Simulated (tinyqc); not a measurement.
From one set of inputs to another, one input at a time: two-valley model of the transferred-electron effect. Computed by tinyqc, a small Python program. Command: `OMP_NUM_THREADS=1 python tinyqc.py 3024087 3024088 out.jsonl gunn ladder`. One thread of a shared host (Intel(R) Xeon(R) Processor @ 2.30GHz), about 0.03 s of CPU time with the checks.

Both kinds of valley share one electron temperature T_e, and each has a constant mobility.

The inputs printed are set A. Set A is modelled on InP; the values taken over come from a set modelled on In0.53Ga0.47As. Inputs not listed in the table keep their values of set A, so the rows need not describe a real material.

Inputs (values chosen for the exercise, modelled on InP):
```
quantity                       value        unit
central-valley mass m1          0.08         m_0
satellite-valley mass m2        0.26         m_0
satellite valleys Z                4           -
valley separation dE             0.5          eV
central-valley mobility mu1     4200  cm^2/(V s)
satellite-valley mobility mu2    130  cm^2/(V s)
energy relaxation time tau_E    0.57          ps
lattice temperature T             77           K
electric field F                  13       kV/cm
mixing                          0.05           -
iteration cap                    600           -
```

Solver: damped fixed point.

Constants: k_B = 8.617333262e-05 eV/K.

Method:
- Density-of-states ratio R = Z (m2/m1)^(3/2); n2/n1 = R exp(-dE/(k_B T_e)); mean mobility mu = (mu1 + mu2 n2/n1)/(1 + n2/n1); energy balance e mu F^2 = (3/2) k_B (T_e - T)/tau_E; v = mu F.
- Fixed point from T_e = T: T_out = T + (2/3) e mu(T_e) F^2 tau_E/k_B, T_new = T_e + mixing (T_out - T_e); stop when |T_out - T_e| is below 1e-6 K.
- Using T_e as the parameter, F(T_e) = sqrt(3 k_B (T_e - T)/(2 e mu tau_E)) and v = mu F; find the first maximum and the next minimum of v, and the most negative dv/dF between them.

Each row keeps all changes above it:
```
input moved                                 from     to  threshold field (kV/cm)  peak-to-valley ratio  electron temperature T_e (K)
set A                                          -      -                   9.7595                1.1750                        1775.9
satellite-valley mobility mu2 (cm^2/(V s))   130    180                   9.8227                1.1473                        1783.4
central-valley mass m1 (m_0)                0.08  0.043                   8.2069                1.3892                        1516.3
central-valley mobility mu1 (cm^2/(V s))    4200  11000                   5.0329                1.5665                        2033.0
satellite-valley mass m2 (m_0)              0.26   0.28                   4.9502                1.6143                        1981.4
electric field F (kV/cm)                      13    1.1                   4.9502                1.6143                         135.7
lattice temperature T (K)                     77    100                   4.9274                1.5994                         158.7
energy relaxation time tau_E (ps)           0.57    1.3                   3.2628                1.5994                         233.9
```

Threshold field goes from 9.76 to 3.26, a factor 0.334 in all. The largest single move comes from central-valley mobility mu1 (a factor 0.613). Peak-to-valley ratio goes from 1.17 to 1.60, a factor 1.36 in all. The largest single move comes from central-valley mass m1 (a factor 1.21), and satellite-valley mobility mu2 works against it (a factor 0.9764). Electron temperature T_e goes from 1780 to 234, a factor 0.132 in all. The largest single move comes from electric field F (a factor 0.0685), and energy relaxation time tau_E works against it (a factor 1.47). The single moves hold for this order of the switches; the total does not depend on the order.

Extremes, crossings and ranges named in words are read from the listed rows.
